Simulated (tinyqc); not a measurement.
Thickness of the film: ellipsoidal valleys in the axes of a wafer and a channel.

Valleys with axes a along [111], [1-1-1], [-11-1] and [-1-11], one whole valley each; inverse mass tensor w = 1/mt + (1/ml - 1/mt) a a. Device axes: z = nz/|nz|, x = nx/|nx|, y = z cross x; in them a = (ax, ay, az). Confinement mass mz = 1/w_zz. In the plane w_ij is replaced by u_ij = w_ij - w_iz w_jz/w_zz (i, j = x, y); density-of-states mass md = 1/sqrt(det u); conductivity mass along x mc = 1/u_xx; ballistic transport mass mx = u_yy/det u, width mass my = 1/u_yy.

Hard walls: E_n = c (n pi/t)^2/mz, c = hbar^2/2m0, n = 1, 2, 3. Non-degenerate share of a valley proportional to md sum_n exp(-E_n/kT); mean 1/mc = sum of share/mc. 1 nm = 10 angstrom.

Constants: hbar^2/2m0 = 3.80998211 eV angstrom^2; kB = 8.617333262e-05 eV/K.

Inputs chosen for the exercise (near those of the L valleys of GaAs; shifted at random, so the results belong to these values and not to a real crystal):
- ml = 1.842 m0 (longitudinal mass)
- mt = 0.078 m0 (transverse mass)
- nz = (1, 1, 3) (surface normal (confinement))
- nx = (1, -1, 0) (channel direction)
- T = 300 K (temperature)

Share of the lowest ladder and mean conductivity mass.

Results:

| t (nm) | lowest E1 (meV) | spread of E1 (meV) | share of the lowest ladder | mean mc |
|---|---|---|---|---|
| 2.0 | 330.8 | 839.4 | 1.000 | 0.0780 |
| 4.0 | 82.7 | 209.9 | 0.985 | 0.0790 |
| 5.0 | 52.9 | 134.3 | 0.899 | 0.0847 |
| 7.0 | 27.0 | 68.5 | 0.601 | 0.1082 |
| 10.0 | 13.2 | 33.6 | 0.391 | 0.1268 |
| 14.0 | 6.8 | 17.1 | 0.317 | 0.1325 |

Give the missing row, t (nm) = 3.0.

Computed row:
```
t (nm)  lowest E1 (meV)  spread of E1 (meV)  share of the lowest ladder  mean mc
3.0               147.0               373.1                       1.000   0.0780
```

The spread falls as 1/t^2 and passes kT = 25.9 meV between t = 10 and 14 nm; the share of the lowest ladder goes from 1.000 to 0.317 and the mean mass goes from 0.0780 to 0.1325, against 0.1373 for equal shares, the limit of a thick film (the bulk value 3/(1/ml + 2/mt) is 0.1146; the two differ since axes are tilted in the x-z plane and in a quantised film no valley carries current across it; once scattering blurs the subbands the bulk value returns). Three subbands a valley become too few once E3 nears kT. In the thinnest rows E1 (331 meV) is beyond the parabolic range; in GaAs the Gamma valley, left out, lies lowest except in the thinnest films.

Run: tinyqc, `OMP_NUM_THREADS=1 python tinyqc.py 1881073 1881074 out.jsonl`; Intel(R) Xeon(R) Processor @ 2.30GHz, one thread, shared host; about 0.01 s of CPU time with all checks.
